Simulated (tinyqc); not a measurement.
Admittance spectroscopy and thermally stimulated current of one trap level in a depletion layer. Inputs raised by 2 %, one at a time. Computed by tinyqc, a small Python program. Command: `OMP_NUM_THREADS=1 python tinyqc.py 3112515 3112516 out.jsonl admit sens`. One thread of a shared host (Intel(R) Xeon(R) Processor @ 2.30GHz), about 0.01 s of CPU time with the checks.

A Schottky junction on n-type material holds one donor-like electron trap; shallow donors are fully ionised and abrupt depletion edges are assumed.

Inputs (values chosen for the exercise, modelled on n-type 4H-SiC):
```
quantity                         value    unit
dielectric constant eps           9.77       -
density-of-states mass m         0.742     m_0
shallow doping N                 4e+16  1/cm^3
trap density N_t               1.1e+15  1/cm^3
trap depth E_t below the band    0.508      eV
capture cross section sigma    3.6e-15    cm^2
band bending V_b                   1.7       V
test frequency f                  7000      Hz
heating rate beta                0.091     K/s
```

Constants: k_B = 1.380649e-23 J/K; m_0 = 9.1093837015e-31 kg; h = 6.62607015e-34 J s; k_B = 8.617333262e-05 eV/K; eps_0 = 8.8541878128e-12 F/m; e = 1.602176634e-19 C.

Method:
- N_c = 2 (2 pi m k_B T/h^2)^(3/2), v_th = sqrt(3 k_B T/m), emission rate e_n = sigma v_th N_c exp(-E_t/(k_B T)).
- Where the level crosses the Fermi level capture equals emission, so the trap follows the signal with the rate 2 e_n; G/omega peaks at omega = 2 e_n (the correction for large N_t/N is left out).
- Solve 2 e_n(T_p) = 2 pi f.
- With E_c - E_F = k_B T_p ln(N_c/N): lambda = sqrt(2 eps eps_0 (E_t - (E_c - E_F))/(e^2 N)); traps are empty and charged for x < x_t = w - lambda, and V_b = e (N w^2 + N_t x_t^2)/(2 eps eps_0). High frequency: C_hf = eps eps_0/w. Low frequency: C_lf = eps eps_0 (N + N_t)/(N w + N_t x_t).
- Thermally stimulated current without retrapping: filled share n(T) = exp(-(1/beta) int e_n dT), current proportional to e_n n; the peak obeys beta (E_t/(k_B T^2) + 2/T) = e_n(T). The integral starts at 0.5 T_m and uses 4000 trapezoid steps to 1.2 T_m.
- Chen's first-order estimate from the full width W = T_2 - T_1 between the half-height points: E = 2.52 k_B T_m^2/W - 2 k_B T_m.

Runs:
```
input moved                            from         to  step (C_lf - C_hf)/C_hf  peak temperature T_m (K)  C_hf (nF/cm^2)  lambda (nm)
base run                                  -          -                  0.01199                     192.2           40.55        94.43
trap depth E_t below the band (eV)    0.508    0.51816                  0.01210                     195.7           40.55        95.31
shallow doping N (1/cm^3)             4e+16   4.08e+16                  0.01177                     192.2           40.95        93.58
trap density N_t (1/cm^3)           1.1e+15  1.122e+15                  0.01223                     192.2           40.56        94.43
band bending V_b (V)                    1.7      1.734                  0.01187                     192.2           40.16        94.43
test frequency f (Hz)                  7000       7140                  0.01199                     192.2           40.55        94.40
density-of-states mass m (m_0)        0.742    0.75684                  0.01198                     192.1           40.55        94.34
heating rate beta (K/s)               0.091    0.09282                  0.01199                     192.3           40.55        94.43
```

Exponents ln(y'/y) / ln(x'/x):
```
input                          step (C_lf - C_hf)/C_hf  peak temperature T_m    C_hf  lambda
trap depth E_t below the band                    0.471                 0.913  -0.003   0.469
shallow doping N                                -0.945                 0.000   0.496  -0.456
trap density N_t                                 0.989                 0.000   0.004   0.000
band bending V_b                                -0.503                 0.000  -0.497   0.000
test frequency f                                -0.017                 0.000   0.000  -0.017
density-of-states mass m                        -0.049                -0.029   0.000  -0.048
heating rate beta                                0.000                 0.029   0.000   0.000
```

Which inputs matter most for each result?

Among the inputs moved here: step (C_lf - C_hf)/C_hf answers most in size to trap density N_t (exponent +0.989), next to shallow doping N (-0.945); its exponent is below 0.0005 for heating rate beta. Its exponent +0.989 in trap density N_t: a dilute trap. Peak temperature T_m answers most in size to trap depth E_t below the band (exponent +0.913), next to density-of-states mass m (-0.029); its exponent is below 0.0005 for shallow doping N, trap density N_t, band bending V_b, test frequency f. C_hf answers most in size to band bending V_b (exponent -0.497), and about equally to shallow doping N (+0.496); its exponent is below 0.0005 for test frequency f, density-of-states mass m, heating rate beta. Its exponent -0.497 in band bending V_b: w grows as sqrt(V_b). Lambda answers most in size to trap depth E_t below the band (exponent +0.469), next to shallow doping N (-0.456); its exponent is below 0.0005 for trap density N_t, band bending V_b, heating rate beta.

Extremes, crossings and ranges named in words are read from the listed rows.
